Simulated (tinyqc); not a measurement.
Worked calculation: hole subbands of a hard-walled well, four-band Luttinger model. Values are carried at full precision from step to step, so a last printed digit may differ when a step is redone from the rounded ones.

Constants: hbar^2/2m0 = 3.80998211 eV angstrom^2.

Inputs chosen for the exercise (near those of Ge; the results hold for these values, not for the real material): g1 = 13.37 (Luttinger gamma1); g2 = 4.25 (gamma2); L = 110 angstrom (well width along [001]); Zs = 0 eV (shear strain energy); g3 = 5.69 (gamma3); k = 0.0236 1/angstrom (wave vector in the plane); N = 3 (sines for each component); kmax = 0.069 1/angstrom (end of the path).

## Levels at k = 0

R and S vanish: HHn = c (g1 - 2 g2)(n pi/L)^2 - Zs and LHn = c (g1 + 2 g2)(n pi/L)^2 + Zs, c = hbar^2/2m0, hole energies counted downwards. Sort HH1 to HH4 and LH1, LH2.

Levels:
```
subband  E (eV)
HH1      0.0151
HH2      0.0605
LH1      0.0680
HH3      0.1362
HH4      0.2422
LH2      0.2719
```

The top subband is HH1, 45.4 meV from HH2.

## The matrix at one k

Hole energies are counted downwards from the unstrained band edge, c = hbar^2/2m0. After the usual block transformation one block is H = [[P + Q - Zs, R - i S], [R + i S, P - Q + Zs]] in (heavy, light), with P +/- Q = c [(g1 +/- g2) k^2 + (g1 -/+ 2 g2) kz^2], R = sqrt(3) c gR k^2, S = 2 sqrt(3) c g3 k kz, kz = -i d/dz; axial approximation gR = (g2 + g3)/2. Zs = b (e_par - e_perp) is the shear part of the strain (the hydrostatic part shifts all levels alike and is left out). Basis sqrt(2/L) sin(n pi z/L), n = 1 to N, for each component: kz^2 gives (n pi/L)^2 and the heavy-light block is R delta_nm - 2 sqrt(3) c g3 k D_nm with D_nm = 4 n m/(L (n^2 - m^2)) for n + m odd, 0 otherwise. The other block has the same levels. The split-off band is left out.

Fill in the 2N x 2N matrix, in meV.

H(k) (meV), rows h1, h2, h3, l1, l2, l3 and columns alike:
$$\begin{pmatrix}
52.52 & 0 & 0 & 18.27 & 42.96 & 0 \\
0 & 97.93 & 0 & -42.96 & 18.27 & 77.34 \\
0 & 0 & 173.60 & 0 & -77.34 & 18.27 \\
18.27 & -42.96 & 0 & 87.32 & 0 & 0 \\
42.96 & 18.27 & -77.34 & 0 & 291.21 & 0 \\
0 & 77.34 & 18.27 & 0 & 0 & 631.04
\end{pmatrix}$$

## Levels and mixing

Diagonalise; give the four lowest hole energies and the weight of the heavy component (the first half of the basis) in each.

levels (meV): [32.25, 52.02, 131.64, 138.97]

heavy weight: [0.690, 0.767, 0.473, 0.846]

The most mixed of the four is number 3, with 47 % heavy character. Against 60 sines these levels lie 0.4, 0.4, 5.0 and 11.9 meV too high: the small basis lacks the higher sines, which carry the upper levels.

## Dispersion in the plane

N = 20, nine points from 0 to kmax.

Hole energies (meV):
```
k (1/angstrom)     E1     E2      E3      E4  heavy weight of 1  heavy weight of 2
0.0000          15.13  60.54   67.97  136.21              1.000              1.000
0.0086          18.97  51.24   83.07  133.73              0.993              0.602
0.0173          27.89  46.49  106.50  128.96              0.902              0.607
0.0259          32.46  55.01  127.27  134.29              0.625              0.806
0.0345          34.58  68.13  133.18  163.93              0.513              0.793
0.0431          39.09  76.47  143.99  192.94              0.464              0.704
0.0517          46.62  82.04  151.88  219.57              0.433              0.632
0.0604          57.09  88.17  156.51  239.06              0.410              0.581
0.0690          70.35  96.39  160.76  250.07              0.392              0.544
```

At small k the hole energy falls in subbands 2 and 4: an electron-like mass, caused by repulsion from a deeper subband. E2 - E1 is smallest, 18.6 meV, at k = 0.0173 of the points listed. The top subband goes from 1.00 to 0.39 in heavy weight.

## Mass of HH1 in the plane

Second order in k: 1/m = g1 + g2 - sum_n 12 c g3^2 D_1n^2/(LHn - HH1) over even n up to 60, with D_1n = 4n/(L (n^2 - 1)) in size, LHn - HH1 = c [(g1 + 2 g2) n^2 - (g1 - 2 g2)](pi/L)^2 + 2 Zs, c = hbar^2/2m0.

LHn - HH1 for n = 2, 4, 6 (meV): [256.7, 1072.3, 2431.6]
terms for n = 2, 4, 6: [3.3885, 0.1298, 0.0237]
sum of all terms = 3.5558
mass without mixing, 1/(g1 + g2) = 0.0568 m0
1/m with mixing = 14.0642 1/m0

Mixing with the light holes takes m from 0.057 to 0.071 m0.

## Checks

- 1/m of HH1 from the full matrix (N = 60) at small k against second order: both 14.064.
- The 2 x 2 block with gR = g2 (k along [100]) for a plane wave (k, 0, pi/L) against the bulk heavy-hole formula, eV: both 0.01417.
- Lowest level at the given k on a real-space grid of 240 points against 60 sines, eV: both 0.0319.

Program tinyqc; command `OMP_NUM_THREADS=1 python tinyqc.py 1282796 1282797 out.jsonl`; about 0.1 s on one thread of a shared Intel(R) Xeon(R) Processor @ 2.30GHz.
